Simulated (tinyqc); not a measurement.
Choice of the surrounding dielectric: dielectric confinement in a thin film (image charges).

A film |z| < t/2 of dielectric constant eps between half-spaces of dielectric constant e2; lam = (eps - e2)/(eps + e2), q = e^2/(4 pi eps0). The self-energy of a band edge is taken with the high-frequency value, e2 = eh, and the field of a fixed ion with the static one, e2 = eo. A charge at z has images lam^|n| at n t + (-1)^n z. Its self-energy is S(z) = (q/2 eps) sum over n >= 1 of lam^n [1/(n t - 2z) + 1/(n t + 2z)] for odd n and 2 lam^n/(n t) for even n; at the centre S(0) = -(q/(eps t)) ln(1 - lam).

Donor at the centre, lam from the static eo, trial function cos(pi z/t) exp(-rho/l): E(l) = c/(m l^2) - (q/eps) times the integral over k of F(k t) (1 + (k l/2)^2)^(-3/2), with F(x) = F0 + 2 lam exp(-x) G/(1 - lam exp(-x)), F0 = 2[(1 - exp(-x/2))/x + x (1 + exp(-x/2))/(x^2 + 4 pi^2)], G = 2 sinh(x/2)[1/x - x/(x^2 + 4 pi^2)]; c = hbar^2/2m0. The binding energy is -E at the minimum, counted from the subband edge with its self-energy.

Constants: e^2/(4 pi eps0) = 14.39964547 eV angstrom; hbar^2/2m0 = 3.80998211 eV angstrom^2; Ry = 13.60569312 eV.

Parameters, chosen for this exercise (out of a larger set: near those of an InGaAs film between layers of HfO2; not measured data):
- t = 22 angstrom (film thickness)
- eps = 13.5 (dielectric constant of the film)
- m = 0.044 m0 (mass in the plane)

The same film between different dielectrics; in this table one value e2 serves for both eo and eh.

Results:

| case | lam | <S> (meV) | binding (meV) | l (angstrom) |
|---|---|---|---|---|
| e2 = 1 | 0.862 | 105.4 | 136.0 | 46.1 |
| e2 = 2.5 | 0.688 | 63.8 | 73.4 | 52.1 |
| e2 = 3.9 | 0.552 | 44.8 | 49.9 | 57.4 |
| e2 = 7.5 | 0.286 | 19.4 | 24.9 | 70.5 |
| e2 = 16 | -0.085 | -4.8 | 9.0 | 100.4 |
| e2 = 25 | -0.299 | -15.8 | 4.5 | 132.1 |
| e2 = 80 | -0.711 | -33.7 | 0.6 | 329.9 |

The binding spans a factor 244.0, from 136 meV in vacuum to 0.6 meV for e2 = 80; going from 3.9 to 25 changes it by -45.4 meV and the band edge by -60.6 meV, so the binding responds 0.75 times as much as the edge (for an orbit much smaller than t the binding would change by twice the change of S(0), -103.1 meV; here l/t = 2.61 for e2 = 3.9).

tinyqc: `OMP_NUM_THREADS=1 python tinyqc.py 1281806 1281807 out.jsonl`; about 0.04 s, one thread, shared Intel(R) Xeon(R) Processor @ 2.30GHz.
